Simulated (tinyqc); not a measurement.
Non-radiative capture by multiphonon emission, one effective mode: one step, computed by the program tinyqc.

The initial state (free carrier plus empty centre) lies dE above the final state; both have the same frequency and are displaced by dQ.

Problem. Geometry of the two curves. dQ = sqrt(2 S (hbar^2/u)/hbar omega); relaxation energy lambda = S hbar omega; phonons needed P = dE/hbar omega; classical barrier E_b = (dE - lambda)^2/(4 lambda); occupation n = 1/(exp(hbar omega/k_B T) - 1).

Inputs (values chosen for the exercise, with mass, screening and phonons like those of diamond): energy released dE = 2.53 eV; phonon energy hbar omega = 161 meV; Huang-Rhys factor S = 10; temperature T = 300 K.

Centre: neutral.

Constants: hbar^2/u = 4.18015928e-03 eV angstrom^2; k_B = 8.617333262e-05 eV/K.

Give: dQ; lambda; P; classical barrier E_b; occupation n.

Solution.

dQ = 0.72061 u^(1/2) angstrom

lambda = 1.61 eV

P = 15.714

classical barrier E_b = 0.13143 eV

occupation n = 0.0019778

dE exceeds lambda: the inverted case usual for deep centres, in which the curves cross on the far side of the initial minimum.
